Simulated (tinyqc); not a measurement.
Inside a calculation. Method: empirical pseudopotential in a few plane waves. One step of it, computed by the program tinyqc.

Question. Levels at k. Diagonalise the Hermitian matrix.

H(k) at k (eV):
```
                     +0+0+0               -1-1-1               -1-1+1               -1+1-1
+0+0+0             1.826014   2.155032+0.442551i  -2.155032+0.442551i  -2.155032+0.442551i
-1-1-1   2.155032-0.442551i            22.155885   0.000000-0.979610i   0.000000-0.979610i
-1-1+1  -2.155032-0.442551i   0.000000+0.979610i            12.358357             0.530622
-1+1-1  -2.155032-0.442551i   0.000000+0.979610i             0.530622            17.746998
-1+1+1  -2.155032+0.442551i            -0.530622   0.000000+0.979610i   0.000000+0.979610i
+1-1-1  -2.155032-0.442551i   0.000000+0.979610i             0.530622             0.530622
+1-1+1  -2.155032+0.442551i            -0.530622   0.000000+0.979610i             0.000000
+1+1-1  -2.155032+0.442551i            -0.530622             0.000000   0.000000+0.979610i
+1+1+1   2.155032+0.442551i             0.000000            -0.530622            -0.530622
-2+0+0   0.000000-0.979610i  -2.155032+0.442551i  -2.155032-0.442551i  -2.155032-0.442551i
+0-2+0   0.000000-0.979610i  -2.155032+0.442551i  -2.155032-0.442551i   0.827378-0.048103i
+0+0-2   0.000000-0.979610i  -2.155032+0.442551i   0.827378-0.048103i  -2.155032-0.442551i
+0+0+2   0.000000+0.979610i  -0.827378-0.048103i   2.155032+0.442551i  -0.827378+0.048103i
+0+2+0   0.000000+0.979610i  -0.827378-0.048103i  -0.827378+0.048103i   2.155032+0.442551i
+2+0+0   0.000000+0.979610i  -0.827378-0.048103i  -0.827378+0.048103i  -0.827378+0.048103i

                     -1+1+1               +1-1-1               +1-1+1               +1+1-1
+0+0+0  -2.155032-0.442551i  -2.155032+0.442551i  -2.155032-0.442551i  -2.155032-0.442551i
-1-1-1            -0.530622   0.000000-0.979610i            -0.530622            -0.530622
-1-1+1   0.000000-0.979610i             0.530622   0.000000-0.979610i             0.000000
-1+1-1   0.000000-0.979610i             0.530622             0.000000   0.000000-0.979610i
-1+1+1             7.949469             0.000000             0.530622             0.530622
+1-1-1             0.000000            20.196380   0.000000-0.979610i   0.000000-0.979610i
+1-1+1             0.530622   0.000000+0.979610i            10.398851             0.530622
+1+1-1             0.530622   0.000000+0.979610i             0.530622            15.787492
+1+1+1   0.000000+0.979610i            -0.530622   0.000000+0.979610i   0.000000+0.979610i
-2+0+0   2.155032-0.442551i   0.827378-0.048103i  -0.827378-0.048103i  -0.827378-0.048103i
+0-2+0  -0.827378-0.048103i  -2.155032-0.442551i   2.155032-0.442551i  -0.827378-0.048103i
+0+0-2  -0.827378-0.048103i  -2.155032-0.442551i  -0.827378-0.048103i   2.155032-0.442551i
+0+0+2  -2.155032+0.442551i  -0.827378+0.048103i  -2.155032+0.442551i   0.827378+0.048103i
+0+2+0  -2.155032+0.442551i  -0.827378+0.048103i   0.827378+0.048103i  -2.155032+0.442551i
+2+0+0   0.827378+0.048103i   2.155032+0.442551i  -2.155032+0.442551i  -2.155032+0.442551i

                     +1+1+1               -2+0+0               +0-2+0               +0+0-2
+0+0+0   2.155032-0.442551i   0.000000+0.979610i   0.000000+0.979610i   0.000000+0.979610i
-1-1-1             0.000000  -2.155032-0.442551i  -2.155032-0.442551i  -2.155032-0.442551i
-1-1+1            -0.530622  -2.155032+0.442551i  -2.155032+0.442551i   0.827378+0.048103i
-1+1-1            -0.530622  -2.155032+0.442551i   0.827378+0.048103i  -2.155032+0.442551i
-1+1+1   0.000000-0.979610i   2.155032+0.442551i  -0.827378+0.048103i  -0.827378+0.048103i
+1-1-1            -0.530622   0.827378+0.048103i  -2.155032+0.442551i  -2.155032+0.442551i
+1-1+1   0.000000-0.979610i  -0.827378+0.048103i   2.155032+0.442551i  -0.827378+0.048103i
+1+1-1   0.000000-0.979610i  -0.827378+0.048103i  -0.827378+0.048103i   2.155032+0.442551i
+1+1+1             5.989964  -0.827378-0.048103i  -0.827378-0.048103i  -0.827378-0.048103i
-2+0+0  -0.827378+0.048103i            20.114734             0.530622             0.530622
+0-2+0  -0.827378+0.048103i             0.530622            22.564116             0.530622
+0+0-2  -0.827378+0.048103i             0.530622             0.530622            27.952756
+0+0+2  -2.155032-0.442551i            -0.530622            -0.530622             0.000000
+0+2+0  -2.155032-0.442551i            -0.530622             0.000000            -0.530622
+2+0+0  -2.155032-0.442551i             0.000000            -0.530622            -0.530622

                     +0+0+2               +0+2+0               +2+0+0
+0+0+0   0.000000-0.979610i   0.000000-0.979610i   0.000000-0.979610i
-1-1-1  -0.827378+0.048103i  -0.827378+0.048103i  -0.827378+0.048103i
-1-1+1   2.155032-0.442551i  -0.827378-0.048103i  -0.827378-0.048103i
-1+1-1  -0.827378-0.048103i   2.155032-0.442551i  -0.827378-0.048103i
-1+1+1  -2.155032-0.442551i  -2.155032-0.442551i   0.827378-0.048103i
+1-1-1  -0.827378-0.048103i  -0.827378-0.048103i   2.155032-0.442551i
+1-1+1  -2.155032-0.442551i   0.827378-0.048103i  -2.155032-0.442551i
+1+1-1   0.827378-0.048103i  -2.155032-0.442551i  -2.155032-0.442551i
+1+1+1  -2.155032+0.442551i  -2.155032+0.442551i  -2.155032+0.442551i
-2+0+0            -0.530622            -0.530622             0.000000
+0-2+0            -0.530622             0.000000            -0.530622
+0+0-2             0.000000            -0.530622            -0.530622
+0+0+2             8.357700             0.530622             0.530622
+0+2+0             0.530622            13.746340             0.530622
+2+0+0             0.530622             0.530622            16.195722
```

Give: eigenvalues.

Answer.

eigenvalues (eV): -2.003  3.814  6.000  6.457  11.259  12.957  13.426  14.395  16.865  18.364  19.584  22.122  24.146  25.553  30.403
